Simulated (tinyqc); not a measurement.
From results back to parameters: two-dimensional electron gas with Rashba and Dresselhaus coupling. Three cases, with inputs chosen for the exercise.

Problem. For pure Rashba coupling above the band crossing, k_outer - k_inner = al m/c with c = hbar^2/2m0, and each branch holds k^2/(4 pi) electrons per area. Beating of Shubnikov-de Haas oscillations gives the two densities; those below come from a hidden al (1e11/cm^2 = 1e-5/angstrom^2).

Constants: hbar^2/2m0 = 3.80998211 eV angstrom^2.

Find: k_outer, k_inner; al.

Method. k = sqrt(4 pi n) for each branch, and al = c (k_outer - k_inner)/m.

Case 1.

Values chosen (out of a larger set: of the size met in GaAs; not measured data): m = 0.0707 m0 (mass).

densities (1e11/cm^2): outer 1.232637, inner 1.167363

Solution.

k_outer, k_inner (1/angstrom): 0.01245  0.01211

al = 0.0180 eV angstrom

Case 2.

Values chosen (out of a larger set: of the size met in InGaAs; not measured data): m = 0.0416 m0 (mass).

densities (1e11/cm^2): outer 1.994215, inner 1.505785

Solution.

k_outer, k_inner (1/angstrom): 0.01583  0.01376

al = 0.190 eV angstrom

Case 3.

Values chosen (out of a larger set: of the size met in InSb; not measured data): m = 0.0133 m0 (mass).

densities (1e11/cm^2): outer 9.513607, inner 8.486393

Solution.

k_outer, k_inner (1/angstrom): 0.03458  0.03266

al = 0.550 eV angstrom

Computed by tinyqc, one run a case: `OMP_NUM_THREADS=1 python tinyqc.py N N+1 out.jsonl` with N = 1451501, 1451631, 1451641; one thread of a shared Intel(R) Xeon(R) Processor @ 2.30GHz, about 0.01 s a run at most.
